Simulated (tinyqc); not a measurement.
Trap in a gate oxide as a short-range spherical well: sweeps and comparisons. A value that a table varies takes the place of the one given here.

A spherical well of radius R and depth V0 below the conduction edge, one mass m, c = hbar^2/2m0. The s level at binding Et solves k cot(k R) = -kappa with k = sqrt(m (V0 - Et)/c), kappa = sqrt(m Et/c); it exists for V0 > Vc = c (pi/2R)^2/m. Outside, psi falls as exp(-kappa r)/r.

Lucovsky model (delta well, plane-wave final states, no local-field factor): sigma = (32 pi alpha c/(3 n_r m Et)) (x - 1)^(3/2)/x^3, x = h nu/Et, c = hbar^2/2m0; 1 angstrom^2 = 1e-16 cm^2.

Energies from the conduction edge of the channel. The trap level at depth x is E_T = dEc - Et - e Fox x (1 MV/cm = 0.01 eV/angstrom). An electron at the channel edge tunnels with the WKB exponent S = (4/3) sqrt(m/c) [dEc^(3/2) - (dEc - e Fox x)^(3/2)]/(e Fox), c = hbar^2/2m0; tau = t0 exp(S); the occupation is f = 1/(1 + exp((E_T - EF)/kB T)), tau_c = tau/f and tau_e = tau/(1 - f). Lattice relaxation is left out; a level below the channel edge needs phonons as well, so tau is then a lower bound, while a level above it can also empty elastically at its own energy, through a thinner barrier, faster than this tau.

Constants: hbar^2/2m0 = 3.80998211 eV angstrom^2; fine-structure constant alpha = 0.007297352564; kB = 8.617333262e-05 eV/K.

Parameters, chosen for this exercise (near those of Al2O3 on GaAs; not measured data): R = 2.5 angstrom (radius of the well); m = 0.317 m0 (mass); fV = (1.04, 1.12, 1.31, 1.49, 1.91, 3.75, 6.39) (V0/Vc); n_r = 1.67 (refractive index); xs = (1.09, 1.27, 1.46, 1.72, 2.06, 2.62, 4.92, 8.83) (photon energies h nu/Et); dEc = 1.86 eV (conduction offset to the channel); Fox = 2.3 MV/cm (oxide field, lowering levels away from the channel); t0 = 7.5 x 1e-11 s (time constant at the interface); T = 300 K (temperature); EF = -0.08 eV (Fermi level above the channel edge); ds = (3, 6, 9, 12, 15, 18) angstrom (depths); V0 = 9.07 eV (depth of the well); x = 10 angstrom (depth of the trap).

## From threshold to a deep level

Et against the depth at fixed R; near threshold Et = (pi^2/16)(V0 - Vc)^2/Vc.

Results:
```
V0/Vc  V0 (eV)   Et (eV)  threshold form (eV)  1/kappa (angstrom)  share outside
1.04     4.935  0.004550             0.004683                51.4          0.953
1.12     5.314   0.03876              0.04215                17.6          0.869
1.31     6.216    0.2299               0.2813                 7.2          0.716
1.49     7.070    0.5202               0.7027                 4.8          0.609
1.91     9.063     1.476                2.424                 2.9          0.446
3.75    17.793     7.713                22.13                 1.2          0.189
6.39    30.320     18.59                85.03                 0.8          0.094
```

The threshold form holds to 10 % up to V0/Vc = 1.12 of those listed. There the state is mostly outside the well (95 % in the first row) and knows only Et, which is why a delta-well model works; more than half is inside from V0/Vc = 1.91 on. A second s level would need V0/Vc > 9. From V0/Vc = 3.75 on Et exceeds the gap of the host, about 6.5 eV, so those rows only show the model.

## Neutral against charged centre

Et = 1.48021 eV

Lucovsky cross-section, its shape relative to the peak, and the shape of a hydrogen-like centre relative to threshold: x^-4 exp(4 - 4 atan(e)/e)/(1 - exp(-2 pi/e)), e = sqrt(x - 1).

Results:
```
x     h nu (eV)  sigma (1e-18 cm^2)  relative to peak  hydrogen-like
1.09      1.613                2.48             0.167          0.794
1.27      1.880                8.14             0.548          0.525
1.46      2.161                11.9             0.802          0.358
1.72      2.546                14.3             0.961          0.226
2.06      3.049                14.8             0.999          0.136
2.62      3.878                13.6             0.917          0.068
4.92      7.283                7.75             0.521          0.010
8.83     13.070                3.78             0.255          0.002
```

The short-range centre starts from zero, reaches half its peak at x = 1.24 and peaks at x = 2; in the last row it still has 25 % of the peak. The Coulomb centre is largest at threshold and is down to 0.2 % there. Reading the peak as the threshold would misplace the level by a factor 2, here 1.48 eV. Rows above the gap, about 6.5 eV, are hidden by band-to-band absorption.

## Depth of the trap

Each depth has its own level and time; the corner frequency is 1/(2 pi tau).

Results:
```
x (angstrom)  E_T (eV)      S  tau (s)  corner (Hz)      f
3                0.311   2.34  7.8e-10      2.0e+08  0.000
6                0.242   4.63  7.7e-09      2.1e+07  0.000
9                0.173   6.88  7.3e-08      2.2e+06  0.000
12               0.104   9.08  6.6e-07      2.4e+05  0.001
15               0.035  11.24  5.7e-06      2.8e+04  0.012
18              -0.034  13.34  4.7e-05      3.4e+03  0.145
```

tau spans 4.8 decades, one decade for each 3.01 angstrom at the start and 3.28 at the end, where the field has thinned the barrier. Traps spread evenly in depth are thus spread nearly evenly in ln tau; if levels near EF exist at every depth, this sums to 1/f noise and to charging that grows as ln t. With the single Et of this table only depths where f is neither 0 nor 1 contribute. The level stays above EF at all these depths.

## What each parameter does

Et from the well, then the level and the time. Each row changes one parameter from the base and keeps the others.

Results:
```
case             Et (eV)  E_T (eV)  log10 tau (s)  ln(tau_c/tau_e)
base               1.480     0.150          -6.82              8.9
x = 12 angstrom    1.480     0.104          -6.18              7.1
Fox = 3.3 MV/cm    1.480     0.050          -6.86              5.0
dEc = 1.71 eV      1.480     0.000          -6.96              3.1
m = 0.349 m0       1.827    -0.197          -6.65             -4.5
V0 = 9.52 eV       1.736    -0.106          -6.82             -1.0
T = 350 K          1.480     0.150          -6.82              7.6
EF = -0.03 eV      1.480     0.150          -6.82              7.0
```

The largest shifts from the base row, up to three for each result and ties (the steps differ in size, so this ranks the rows, not the parameters). Et (eV): m +0.347, V0 +0.255; unchanged at the printed digits by x, Fox, dEc, T and EF. E_T (eV): m -0.347, V0 -0.255, dEc -0.150; unchanged at the printed digits by T and EF. log10 tau (s): x +0.64, m +0.16, dEc -0.15; unchanged at the printed digits by V0, T and EF. ln(tau_c/tau_e): m -13.4, V0 -9.9, dEc -5.8.

Program tinyqc; command `OMP_NUM_THREADS=1 python tinyqc.py 1281798 1281799 out.jsonl`; about 0.01 s on one thread of a shared Intel(R) Xeon(R) Processor @ 2.30GHz.
